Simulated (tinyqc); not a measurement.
Subthreshold parameters from three currents.

Question. Far below threshold and for Vds well above Vt the virtual-source current tends to I = Cinv n Vt vx0 exp((Vgs - VT0 + dl Vds + al Vt)/(n Vt)) per width, with constant n; the three currents follow this limit. Find n, dl and VT0.

Values chosen for this exercise: temperature T = 293 K; inversion capacitance Cinv = 3.79 uF/cm^2; velocity at the virtual source vx0 = 1.31e7 cm/s; threshold shift (in units of Vt) from weak to strong inversion al = 3.5.

Constants: q = 1.602176634e-19 C, kB = 1.380649e-23 J/K, Vt = kB T/q. Results are converted to the units shown.

I at (Vgs, Vds) = (-0.2, 0.3), (-0.13, 0.3) and (-0.2, 1) V (nA/um): 1.5764352  8.9166705  39.570870

Answer. The first two currents differ in Vgs alone and give n; the first and third differ in Vds alone and give dl; the size of the first then gives VT0.

n = 1.600
dl = 0.1860 V/V
VT0 = 0.4190 V

Program tinyqc, `OMP_NUM_THREADS=1 python tinyqc.py 2380116 2380117 out.jsonl`; Intel Xeon 2.30GHz, shared host, one thread, about 0.01 s.
